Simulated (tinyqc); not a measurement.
Penn model of the dielectric constant and Phillips ionicity: sweeps and comparisons. A value that a table varies takes the place of the one given here.

n = 32/a^3; Ep^2 = 8 pi c e2 n with c = hbar^2/2m0, e2 = e^2/(4 pi eps0); EF = c (3 pi^2 n)^(2/3); eps = 1 + (Ep/Eg)^2 S with S = 1 - Eg/(4 EF) + (Eg/(4 EF))^2/3, Eg the Penn gap. Core d shells are left out.

Phillips: bond length d = sqrt(3) a/4; homopolar gap Eh = 39.74 d^(-2.48) eV (d in angstrom); Eg^2 = Eh^2 + C^2; ionicity fi = C^2/Eg^2.

Constants: hbar^2/2m0 = 3.80998211 eV angstrom^2; e^2/(4 pi eps0) = 14.39964547 eV angstrom.

Values chosen for the exercise (out of a larger set: near those of InSb; not measured data): a = 6.45 angstrom (cubic lattice constant, 32 valence electrons a cell); C0 = 1.95 eV (ionic gap, held fixed); ei = 15.63 (high-frequency dielectric constant).

## Dielectric constant under pressure

The lattice constant is scaled by the factor listed; C = C0.

Results:
```
factor  Eh (eV)  Eg (eV)  Ep (eV)     eps     fi
0.94      3.628    4.119   14.070  11.510  0.224
0.96      3.443    3.957   13.633  11.687  0.243
0.98      3.272    3.809   13.218  11.840  0.262
0.99      3.190    3.739   13.018  11.908  0.272
1.00      3.112    3.672   12.823  11.970  0.282
1.01      3.036    3.608   12.633  12.026  0.292
1.02      2.963    3.547   12.448  12.076  0.302
1.04      2.823    3.431   12.090  12.158  0.323
```

What can be read from the table?

d ln eps/d ln a = +0.49 around factor 1: eps falls under compression. Ep^2 goes as a^-3 and Eh^2 as a^-4.96; with C fixed Eg^2 goes as a^-3.56 at fi = 0.282, and leaving S aside the two powers balance at fi = 0.395. The slope is a difference of two powers and the model omits d shells and any change of C, so it is no prediction for a real crystal; eps from C0 (row 1.00) need not match a measured ei.

## What moves the Penn gap and the ionicity

Eg from ei; fi = 1 - (Eh/Eg)^2, printed even where negative. Each row changes one parameter from the base and keeps the others.

Results:
```
case                Ep (eV)  Eg (eV)  Eh (eV)     fi
base                 12.823    3.202    3.112  0.056
a = 6.579 angstrom   12.448    3.107    2.963  0.091
ei = 14.07           12.823    3.379    3.112  0.152
```

How do the results move?

The largest shifts from the base row, up to three for each result and ties (the steps differ in size, so this ranks the rows, not the parameters). Ep (eV): a -0.375; unchanged at the printed digits by ei. Eg (eV): ei +0.177, a -0.095. Eh (eV): a -0.149; unchanged at the printed digits by ei. fi: ei +0.096, a +0.035. With the tabulated Phillips C of about 2.1 eV, fi would be 0.31; this model leaves out the d-shell factor.

Run: tinyqc, `OMP_NUM_THREADS=1 python tinyqc.py 1650676 1650677 out.jsonl`; Intel(R) Xeon(R) Processor @ 2.30GHz, one thread, shared host; about 0.01 s of CPU time with all checks.
